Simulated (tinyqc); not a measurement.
Millisecond and nanosecond annealing: surface heating, thermal budget and solid-phase regrowth: one step, computed by the program tinyqc.

A square pulse heats the surface of a thick wafer with constant thermal properties; losses by radiation are neglected and silicon melts at 1414 C.

Task: Temperature in depth and time. Absorbed flux q = (1 - R) fluence/t_p; kappa = k/c. With f(z, t) = (2 q/k) sqrt(kappa t) ierfc(z/(2 sqrt(kappa t))), ierfc(x) = exp(-x^2)/sqrt(pi) - x erfc(x): T = T0 + f(z, t) during the pulse and T0 + f(z, t) - f(z, t - t_p) after it.

Inputs (values chosen for the exercise, modelled on hot silicon with phosphorus): incident fluence = 0.41 J/cm^2; pulse length t_p = 1.1e-07 s; reflectance R = 0.33; thermal conductivity k = 0.31 W/(cm K); heat capacity per volume c = 2.36 J/(cm^3 K); preheat temperature T0 = 200 C.

Source: pulsed laser.

thermal length sqrt(kappa t_p) = 1.202046 um

Give: Temperature (C).

Result:

Temperature (C):
```
t/t_p  surface  z = 0.5 thermal lengths   z = 1   z = 2
0.10     545.5                   257.34  203.82  200.00
0.25     746.3                   393.32  248.66  200.95
0.50     972.6                   583.07  361.35  216.44
0.75    1146.3                   739.87  476.93  250.98
1.00    1292.6                   876.07  586.64  297.33
1.10    1000.5                   868.97  624.84  317.89
1.50     765.6                   726.36  625.57  389.91
2.00     652.6                   633.04  579.49  425.38
4.00     492.8                   487.54  472.39  419.43
10.00    377.3                   376.15  372.70  359.57
```

One tenth of a pulse length after the end the surface has lost 292 C: cooling starts as sqrt(t - t_p), much faster than heating ends. Caution: cold silicon conducts heat several times better than the constant k used here, so the real melting fluence is higher.
